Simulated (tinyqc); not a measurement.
Delta-doped layer in the Thomas-Fermi potential: sweeps and comparisons. A value that a table varies takes the place of the one given here.

All donors ionised in the plane z = 0, zero temperature, energies from the Fermi level EF of the Thomas-Fermi model, which lies at the bulk band edge; c = hbar^2/2m0, q = e^2/(4 pi eps0). gv = 1 equivalent valley, m_d = sqrt(m3^3/mz) in the plane. With n = (gv/3 pi^2)(m3 (-V)/c)^(3/2) and V'' = -(4 pi q/eps) n for z > 0, the solution is V = -b/(|z| + z0)^4 with sqrt(b) = 20/K, K = (4 pi q/eps)(gv/3 pi^2)(m3/c)^(3/2), and z0^5 = 4b/(e F0), e F0 = 2 pi q N/eps; 1e13/cm^2 = 1e-3/angstrom^2. Exchange and correlation are left out.

Subbands solve -(c/m_z) psi'' + V psi = E psi on 1280 points of spacing z0/80; up to ten levels for each group, kept if bound with an rms width below 2.5 z0.

Constants: hbar^2/2m0 = 3.80998211 eV angstrom^2; e^2/(4 pi eps0) = 14.39964547 eV angstrom.

Inputs chosen for the exercise (near those of a delta-doped layer in GaAs; shifted at random, so the results belong to these values and not to a real crystal): m3 = 0.069 m0 (density-of-states mass of a valley); mz = 0.069 m0 (mass along z); eps = 12.9 (dielectric constant); Nl = (0.014, 0.028, 0.056, 0.098, 0.17, 0.28, 0.45) x 1e13/cm^2 (sheet densities); N = 0.14 x 1e13/cm^2 (donor sheet density).

## Doping density

The well, the lowest level and the filling anew; at zero temperature n_i = g m_d (mu - E_i)/(2 pi c), with mu fixed by sum n_i = N.

Results:
```
N (1e13/cm^2)  z0 (angstrom)  depth (eV)  lowest (eV)  next - lowest (eV)  occupied  share of lowest (%)
0.014                  414.4      0.0102      -0.0044              0.0039         2                 90.1
0.028                  360.8      0.0177      -0.0083              0.0069         3                 84.7
0.056                  314.1      0.0308      -0.0154              0.0120         3                 79.1
0.098                  280.8      0.0483      -0.0254              0.0187         4                 74.5
0.17                   251.5      0.0750      -0.0414              0.0287         4                 69.9
0.28                   227.6      0.1118      -0.0641              0.0420         4                 65.9
0.45                   207.0      0.1633      -0.0970              0.0602         5                 62.0
```

The depth grows as N^(4/5) and z0 shrinks as N^(-1/5): factors 16.1 and 2.00 for 32 times the doping. The lowest level deepens faster, with exponent 0.89, since the zero-point energy takes a smaller share of a deeper well (57 % falling to 41 %). The number of occupied subbands is 2 in the first row and 5 in the last. Up to N = 0.028 the donor spacing exceeds 1.5 Bohr radii (one radius, a0 eps/m with the density-of-states mass, is 99 angstrom), where a uniform sheet is a crude picture of discrete donors (beyond about three radii electrons stay on single donors).

## What each parameter does

z0, depth, lowest level and its rms width. Each row changes one parameter from the base and keeps the others.

Results:
```
case                   z0 (angstrom)  depth (eV)  lowest (eV)  rms z (angstrom)
base                          261.48      0.0642      -0.0349             45.55
N = 0.084 x 1e13/cm^2         289.60      0.0427      -0.0222             55.34
eps = 11.6                    245.33      0.0670      -0.0357             44.40
m3 = 0.079 m0                 241.08      0.0592      -0.0305             46.91
mz = 0.059 m0                 261.48      0.0642      -0.0337             48.89
```

The largest shifts from the base row, up to three for each result and ties (the steps differ in size, so this ranks the rows, not the parameters). z0 (angstrom): N +28.13, m3 -20.39, eps -16.14; unchanged at the printed digits by mz. depth (eV): N -0.0215, m3 -0.0050, eps +0.0028; unchanged at the printed digits by mz. lowest (eV): N +0.0127, m3 +0.0044, mz +0.0011. rms z (angstrom): N +9.79, mz +3.34, m3 +1.36.

Run: tinyqc, `OMP_NUM_THREADS=1 python tinyqc.py 1251004 1251005 out.jsonl`; Intel(R) Xeon(R) Processor @ 2.30GHz, one thread, shared host; about 0.1 s of CPU time with all checks.
